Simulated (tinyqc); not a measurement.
## Permittivity and interface capacitance from two thicknesses

Question. 1/C = t/(eps0 ek) + 2/ci for planar capacitors that differ only in thickness. Find ek, ci and the EOT of the interfaces, 2 x 3.9 eps0/ci.

Constants: eps0 = 8.8541878128e-14 F/cm where lengths are in cm. Results are converted to the units shown.

C at t = 3.7 and 11 nm (uF/cm^2): [8.1449834, 2.7696175]

Solution. 1/C is a straight line in t: the slope gives ek and the intercept 2/ci. A single thickness would give only the effective permittivity; when the interfaces are a small part of 1/C, ci needs very accurate data.

ek = 34.60
ci = 1000 uF/cm^2
EOT of the interfaces = 0.006906 nm

tinyqc, about 0.01 s, one thread, Intel Xeon 2.30GHz (shared host): `OMP_NUM_THREADS=1 python tinyqc.py 2102137 2102138 out.jsonl`
